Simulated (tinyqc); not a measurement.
Stillinger-Weber potential for a tetrahedral semiconductor: one step, computed by the program tinyqc.

With x = r/sigma: pair term eps A (B x^-4 - 1) exp(1/(x - a)); for each pair of neighbours j, k of atom i, three-body term eps lambda exp(gamma/(x_ij - a) + gamma/(x_ik - a)) (cos theta_jik + 1/3)^2; both vanish beyond x = a. A = 7.049556277, B = 0.6022245584, a = 1.8.

Task: The diamond lattice. All angles are tetrahedral, so only the pair term acts; its minimum lies at x = 2^(1/6) with depth eps, and second neighbours lie beyond the cut-off. a0 = 4 d/sqrt3; E = -2 eps per atom.

Inputs (values chosen for the exercise, modelled on germanium): energy scale eps = 1.828 eV; length scale sigma = 2.177 angstrom.

Give: bond length d; lattice constant a0; energy per atom.

Result:

bond length d = 2.444 angstrom

lattice constant a0 = 5.643 angstrom

energy per atom = -3.656 eV
